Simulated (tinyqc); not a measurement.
Drifting, spreading and decaying minority pulse (Haynes-Shockley), explicit time steps: course in time.

Low injection in a uniform field: dn/dt = D d2n/dx2 - v dn/dx - n/tau with D = mu Vt and v = mu F towards +x. Exact solution on an infinite bar for a Gaussian start at x0: n = N0 exp(-t/tau) exp(-(x - x0 - v t)^2/(2 s^2))/sqrt(2 pi s^2), s^2 = s0^2 + 2 D t.

Exponentially fitted fluxes: d = F hx/Vt, B(d) = d/(exp(d) - 1), k = D dt/hx^2; (L n)_i = a n_(i-1) + b n_i + c n_(i+1) with a = k B(-d), c = k B(d), b = -a - c - dt/tau. Explicit steps keep n positive for dt up to 1/[(D/hx^2)(B(d) + B(-d)) + 1/tau].

Start: Nodes x_i = i hx, i = 1 to 13, n = 0 at nodes 0 and 14; the Gaussian at t = 0 with x0 = 4 hx.

(L n)_i = a n_(i-1) + b n_i + c n_(i+1), n = 0 beyond the ends. Explicit step: n(new) = n + L n.

The same steps, now on nodes 1 to 60 (n = 0 at nodes 0 and 61), for 24 steps; centre = sum x n/sum n. Deviations are from the exact pulse, as a share of its largest value on the nodes; a run counts as stable if they stay under 100 %.

Parameters, values chosen for the exercise; mobility that of a made-up semiconductor: temperature T = 300 K; minority-carrier mobility mu = 7020 cm^2/(V s); sweep field along the drift F = 27 V/cm; mesh step hx = 28 um; lifetime tau = 8.6e-8 s; injected sheet density N0 = 2e11 cm^-2; time step dt = 5.1e-9 s; initial width (standard deviation) s0 = 28 um.

Constants: q = 1.602176634e-19 C, kB = 1.380649e-23 J/K, Vt = kB T/q. Results are converted to the units shown.

Course of the iteration:

| step | hx sum n (cm^-2) | centre (um) | most negative n (cm^-3), 0 if none | largest deviation (% of the peak) |
|---|---|---|---|---|
| 1 | 1.88097e11 | 122.302 | 0 | 2.27 |
| 2 | 1.76928e11 | 132.589 | 0 | 3.19 |
| 3 | 1.66426e11 | 142.874 | 0 | 4.84 |
| 4 | 1.56548e11 | 153.157 | 0 | 6.06 |
| 5 | 1.47259e11 | 163.439 | 0 | 6.33 |
| 6 | 1.38522e11 | 173.720 | 0 | 6.75 |
| 7 | 1.30305e11 | 184.000 | 0 | 8.15 |
| 8 | 1.22575e11 | 194.279 | 0 | 8.51 |
| 9 | 1.15305e11 | 204.558 | 0 | 8.50 |
| ... | ... | ... | ... | ... |
| 16 | 7.51598e10 | 276.496 | 0 | 12.2 |
| 17 | 7.07025e10 | 286.773 | 0 | 12.9 |
| 18 | 6.65097e10 | 297.049 | 0 | 13.3 |
| 19 | 6.25654e10 | 307.325 | 0 | 13.5 |
| 20 | 5.88551e10 | 317.601 | 0 | 14.0 |
| 21 | 5.53649e10 | 327.877 | 0 | 14.6 |
| 22 | 5.20816e10 | 338.153 | 0 | 14.8 |
| 23 | 4.89930e10 | 348.429 | 0 | 15.1 |
| 24 | 4.60876e10 | 358.705 | 0 | 15.7 |

Is this run stable, and what does its course show?

Yes. The run is stable. After 24 steps the deviation is 16 % of the peak. From step 1 to the last the centre has moved at 1.06 v and the content is 4.4 % below N0 exp(-t/tau). On an endless mesh these steps would give a speed of 1.06 v and a content of 0.957 times the exact one, from dt/tau = 0.0593 alone; the rest comes from the absorbing ends.

Numbers from tinyqc (`OMP_NUM_THREADS=1 python tinyqc.py 2310033 2310034 out.jsonl`; about 0.01 s on one thread of a shared Intel Xeon 2.30GHz).
